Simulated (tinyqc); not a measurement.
Luttinger-Kohn k.p, four valence bands, step by step. One step of it, computed by the program tinyqc.

Question. Bloch Hamiltonian at k. P = c g1 k^2, Q = c g2 (kx^2 + ky^2 - 2 kz^2), R = c sqrt3 [-g2 (kx^2 - ky^2) + 2i g3 kx ky], S = 2 c sqrt3 g3 (kx - i ky) kz, c = hbar^2/2m = 3.809982 eV angstrom^2; rows [P+Q, -S, R, 0], [-S*, P-Q, 0, R], [R*, 0, P-Q, S], [0, R*, S*, P+Q]. The path ends lie at |k| = 0.05 1/angstrom.

Luttinger parameters chosen for this model; energies are counted downward from the top of the valence band:
```
parameter     value  unit
g1         7.630000
g2         2.650000
g3         3.110000
```

k point k (1/angstrom): [-0.015000, 0.017000, -0.014000]

Give: H(k) at k.

Answer.

H(k) at k (eV), order 3/2, 1/2, -1/2, -3/2:
```
[[0.0219, -0.0086-0.0098i, 0.0011-0.0105i, 0.0000],
 [-0.0086+0.0098i, 0.0194, 0.0000, 0.0011-0.0105i],
 [0.0011+0.0105i, 0.0000, 0.0194, 0.0086+0.0098i],
 [0.0000, 0.0011+0.0105i, 0.0086-0.0098i, 0.0219]]
```
